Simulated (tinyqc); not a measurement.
Ideality, resistance and saturation current from three points.

Problem. Well above I0 a diode obeys V = n Vt ln(I/I0) + Rs I. Find n, Rs and I0.

Values chosen for this exercise:
```
symbol,value,unit,meaning
T,350,K,temperature
```

Constants: q = 1.602176634e-19 C, kB = 1.380649e-23 J/K, Vt = kB T/q. Results are converted to the units shown.

I (A): [2.8e-5, 0.00035, 0.0043]
V (V): [0.15937832, 0.26220308, 0.55309451]

Solution. The equation is linear in a = n Vt, Rs and c = -a ln I0; three points give a 3 x 3 system.

n = 1.13
Rs = 52.0 ohm
I0 = 2.72e-7 A

Numbers from tinyqc (`OMP_NUM_THREADS=1 python tinyqc.py 2640129 2640130 out.jsonl`; about 0.01 s on one thread of a shared Intel Xeon 2.30GHz).
